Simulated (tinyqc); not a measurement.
Two-node Weyl semimetal on a cubic lattice and its slab: sweeps and comparisons. A value that a table varies takes the place of the one given here.

H = d.s with dx = t sin kx, dy = t sin ky, dz = m (2 - cos kx - cos ky) + M(kz), M = tz (cos k0 - cos kz), k in 1/a. Nodes at (0, 0, +/-k0). Berry curvature of the lower band along z: Omega = d.(dd/dkx x dd/dky)/(2|d|^3), in the sense curl of i<u|grad u>.

Slab of N layers along x with hard walls: layer block t sin(ky) sy + (m (2 - cos ky) + M(kz)) sz, block to the next layer t sx/(2i) - m sz/2.

Inputs chosen for the exercise: t = 0.49 eV (hopping in sx and sy); m = 0.78 eV (mass term); tz = 1.03 eV (hopping along z); k0 = 1.46 1/a (position of the nodes); k = (0.41, 0.5, 0.26) 1/a (wave vector).

## Planes of fixed kz and the Fermi arc

C is the sum of Omega over a 24 x 24 mesh, k = (j + 1/2) 2 pi/24, times (2 pi/24)^2/(2 pi). Slab of 30 layers at ky = 0: lowest positive level and weight of the middle pair on the two outer layers.

Against kz:

| kz (1/a) | M (eV) | C | slab level (eV) | surface weight |
|---|---|---|---|---|
| 0.000 | -0.9161 | -1.000 | 0.00000 | 0.919 |
| 0.400 | -0.8348 | -1.000 | 0.00000 | 0.943 |
| 0.800 | -0.6037 | -1.000 | 0.00000 | 0.899 |
| 1.200 | -0.2593 | -1.000 | 0.00000 | 0.526 |
| 1.600 | 0.1440 | -0.004 | 0.15414 | 0.006 |
| 2.000 | 0.5425 | 0.000 | 0.54849 | 0.002 |
| 2.400 | 0.8734 | 0.000 | 0.87866 | 0.002 |
| 2.800 | 1.0844 | 0.000 | 1.08940 | 0.002 |
| 3.142 | 1.1439 | 0.000 | 1.14886 | 0.002 |

What can be read from the table?

C is -1 for kz below k0 = 1.46 and 0 above, within 0.004 on this mesh. Where C = -1 the slab has a level near zero (exactly zero for a thick slab) on its faces (weight 0.92 at kz = 0): these points form the arc from -k0 to +k0, of length 2.92/a. Towards the node M goes to zero and the state spreads into the bulk; beyond it the level follows M, raised by the confinement in the slab.

## Hybridisation of the two arcs

ky = 0, kz = 0; lowest positive level against the number of layers. On a half space the amplitudes are z1^n - z2^n with z the roots of (t + m) z^2/2 - (m + M) z + (m - t)/2 = 0.

Level:

| N | E (eV) |
|---|---|
| 3 | 0.05207 |
| 4 | 0.01331 |
| 5 | 0.01460 |
| 6 | 9.030e-05 |
| 8 | 0.0007302 |
| 10 | 0.0002952 |
| 12 | 8.318e-05 |

z1, z2: -0.1072+0.4657i  -0.1072-0.4657i

What can be read from the table?

The larger root has |z| = 0.4779, so the level should fall by about |z|^2 = 0.228 for two more layers; from 10 to 12 it changes by a factor 0.282. The roots are complex, so the fall carries an oscillation.

## What each parameter does

|E| and Omega at k, the velocity tz sin(k0) and k0/pi. Each row changes one parameter from the base and keeps the others.

Results:

| case | \|E\| (eV) | Omega (a^2) | vz (eV a) | \|sigma_xy\| (e^2/(h a)) |
|---|---|---|---|---|
| base | 0.7834 | -0.2132 | 1.0237 | 0.4647 |
| t = 0.539 eV | 0.7958 | -0.2461 | 1.0237 | 0.4647 |
| m = 0.858 eV | 0.7687 | -0.2295 | 1.0237 | 0.4647 |
| tz = 1.133 eV | 0.8652 | -0.1714 | 1.1261 | 0.4647 |
| k0 = 1.314 1/a | 0.6499 | -0.3214 | 0.9962 | 0.4183 |

How do the results move?

The largest shifts from the base row, up to three for each result and ties (the steps differ in size, so this ranks the rows, not the parameters). |E| (eV): k0 -0.1335, tz +0.0819, m -0.0147. Omega (a^2): k0 -0.1082, tz +0.0418, t -0.0329. vz (eV a): tz +0.1024, k0 -0.0275; unchanged at the printed digits by t and m. |sigma_xy| (e^2/(h a)): k0 -0.0465; unchanged at the printed digits by t, m and tz. The Hall conductivity depends on the separation of the nodes alone, with EF at the nodes and no further nodes.

Program tinyqc; command `OMP_NUM_THREADS=1 python tinyqc.py 1452874 1452875 out.jsonl`; about 0.2 s on one thread of a shared Intel(R) Xeon(R) Processor @ 2.30GHz.
